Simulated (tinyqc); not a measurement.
# Changing the J1

Model: polytypes and stacking faults of a tetrahedral semiconductor in an axial Ising model with couplings up to third neighbours. Computed by tinyqc, a small Python program. Command: `OMP_NUM_THREADS=1 python tinyqc.py 3004006 3004007 out.jsonl polytype sweep`. One thread of a shared host (Intel(R) Xeon(R) Processor @ 2.30GHz), about 0.01 s of CPU time with the checks.

Each double layer has s = +1 or -1 for the sense of its stacking step; E per pair of atoms = E0 - sum_n J_n <s_i s_(i+n)>, n = 1, 2, 3. Hexagonality h = (1 - <s_i s_(i+1)>)/2.

Inputs (values chosen for the exercise, of the order of those of SiC for J, a, G and the gaps):
```
quantity                  value      unit
J2                        -2.04  meV/pair
J3                        -0.32  meV/pair
basal lattice constant a   3.08  angstrom
shear modulus G             199       GPa
Poisson ratio nu           0.19         -
gap of 3C                  2.39        eV
gap of 4H                  3.26        eV
```

Host polytype: 4H.

correlations of the repeat units 3C (+), 2H (+-), 4H (++--), 6H (+++---), 15R (+++--), 8H (++++----), 21R (++++---), 9R (++-):
```
         n = 1      n = 2      n = 3
3C    1.000000   1.000000   1.000000
2H   -1.000000   1.000000  -1.000000
4H    0.000000  -1.000000   0.000000
6H    0.333333  -0.333333  -1.000000
15R   0.200000  -0.600000  -0.600000
8H    0.500000   0.000000  -0.500000
21R   0.428571  -0.142857  -0.714286
9R   -0.333333  -0.333333   1.000000
```

fault coefficients k_n:
```
                      J1  J2  J3
single Shockley (31)   0  -4   0
double Shockley (62)  -4  -8   0
Frank-type (32)       -1  -2   3
```

Constants: 1 eV/angstrom^2 = 16.02176634 J/m^2.

Method:
- E - E(3C) = sum_n J_n (1 - C_n), C_n = <s_i s_(i+n)>. The gap is taken linear in h between 3C (h = 0) and 4H (h = 1/2), a rough rule, with a dash beyond.
- Faults in 4H: the sequences single Shockley (31) (+++-), double Shockley (62) (++++++--), Frank-type (32) (+++--) are put between perfect repeats; k_n = (layers x C_n of the host) - sum_i s_i s_(i+n). gamma = sum k_n J_n/A, A = (sqrt 3/2) a^2; 1 meV/angstrom^2 = 16.02177 mJ/m^2.
- Screw line, bounded by the single Shockley (31) fault of energy gamma: b = a, partials b_p = a/sqrt 3; d = G b_p^2 (2 - 3 nu)/(8 pi gamma (1 - nu)). One partial is driven off by the shear stress gamma/b_p along its Burgers vector.

One run for each value; columns: (1) J1 (meV/pair); (2) E(2H) - E(3C) (meV/pair); (3) E(4H) - E(3C) (meV/pair); (4) E(6H) - E(3C) (meV/pair); (5) energy of the glide fault, single Shockley (31) (mJ/m^2); (6) splitting width d (nm):
```
(1)      (2)    (3)         (4)    (5)    (6)
-3.86  -8.36  -8.26  -5.933e+00  15.91  27.78
-2.59  -5.82  -6.99  -5.087e+00  15.91  27.78
-1.32  -3.28  -5.72  -4.240e+00  15.91  27.78
-0.05  -0.74  -4.45  -3.393e+00  15.91  27.78
1.22    1.80  -3.18  -2.547e+00  15.91  27.78
2.49    4.34  -1.91  -1.700e+00  15.91  27.78
3.76    6.88  -0.64  -8.533e-01  15.91  27.78
5.03    9.42   0.63  -6.667e-03  15.91  27.78
6.30   11.96   1.90   8.400e-01  15.91  27.78
```

What does the table show, and why?

Over the rows, E(2H) - E(3C) (meV/pair) rises from -8.36 to 12.0; E(4H) - E(3C) (meV/pair) rises from -8.26 to 1.90; E(6H) - E(3C) (meV/pair) rises from -5.93 to 0.840. All energies are linear in J1, with slopes 2, 1 and 2/3 for 2H, 4H and 6H: twice the hexagonality.

Extremes, crossings and ranges named in words are read from the listed rows.
